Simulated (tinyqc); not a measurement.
Stark shift: stepped quantum well by finite differences.

Finite differences on points z_i at the centres of cells of width h: H_ii = (c/h^2)(1/m_(i-1/2) + 1/m_(i+1/2)) + V_i, H_(i,i+1) = -(c/h^2)/m_(i+1/2), where m_(i+1/2) is the mean of the masses at the two points (the end values are repeated outwards), psi = 0 on the points beyond both ends, c = hbar^2/2m0. The field adds e F (z - z0) with z0 the middle of the structure; 1 kV/cm = 1e-5 eV/angstrom.

Constants: hbar^2/2m0 = 3.80998211 eV angstrom^2.

Inputs chosen for the exercise (out of a larger set: near those of a GaAs well in AlGaAs; not measured data): layers = ((48, 0.243, 0.0919), (32, 0, 0.0663), (48, 0.112, 0.0781), (48, 0.243, 0.0919)) (each layer: thickness in angstrom, band edge in eV, mass in m0); hf = 1 angstrom (cell width of the fine grid); Fs = (0, 13.3, 26.7, 40, 53.3, 66.7, 80) kV/cm (fields).

Fine grid. Perturbation theory: dE1 = e F z_11 - beta (e F)^2 with beta = sum_j z_1j^2/(E_j - E_1) over the 13 next levels at zero field, z from z0.

Levels against field:

| F (kV/cm) | E1 (eV) | E2 (eV) | dE1 (meV) | second order (meV) | <z - z0> (angstrom) | E2 - E1 (meV) |
|---|---|---|---|---|---|---|
| 0 | 0.0921 | 0.2086 | 0.00 | 0.00 | -15.0 | 116.5 |
| 13.3 | 0.0901 | 0.2104 | -2.04 | -2.04 | -15.7 | 120.3 |
| 26.7 | 0.0879 | 0.2121 | -4.20 | -4.21 | -16.5 | 124.2 |
| 40.0 | 0.0857 | 0.2137 | -6.45 | -6.48 | -17.2 | 128.0 |
| 53.3 | 0.0834 | 0.2152 | -8.78 | -8.85 | -17.9 | 131.8 |
| 66.7 | 0.0809 | 0.2165 | -11.22 | -11.35 | -18.5 | 135.6 |
| 80.0 | 0.0784 | 0.2176 | -13.73 | -13.94 | -19.1 | 139.2 |

z_11 = -14.95 angstrom
beta = 3091 angstrom^2/eV

What does the comparison show, and why?

The state sits -15.0 angstrom off the middle at zero field, so the shift starts linearly in F. At 80 kV/cm E1 has moved by -13.73 meV, where second order gives -13.94 meV; they differ by 1.6 % there. The electron moves by -4.2 angstrom, against the rise of the potential. From 40 kV/cm on E2 lies above the lowest point of the outer barrier, so it is a resonance or a state of the finite grid, held or pushed up by its ends. E2 - E1 grows with the field; the ends are 116.5 and 139.2 meV.

tinyqc: `OMP_NUM_THREADS=1 python tinyqc.py 1282478 1282479 out.jsonl`; about 0.01 s, one thread, shared Intel(R) Xeon(R) Processor @ 2.30GHz.
